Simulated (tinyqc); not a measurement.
## Length offset and series resistance from crossing lines

Question. R_total = Rs + k (L - dL)/Vo with constant Rs, dL and k. Find k, dL and Rs.

R_total at (L, Vo) = (40, 0.45), (80, 0.45), (40, 0.9) and (80, 0.9), L in nm and Vo in V (ohm um): 609  1009  454.5  654.5

Solution. At each overdrive R is a straight line in L with slope k/Vo; the two lines cross at L = dL, R = Rs.

k = 4.50 ohm um V/nm
dL = 9.10 nm
Rs = 300 ohm um

Program tinyqc, `OMP_NUM_THREADS=1 python tinyqc.py 2282277 2282278 out.jsonl`; Intel Xeon 2.30GHz, shared host, one thread, about 0.03 s.
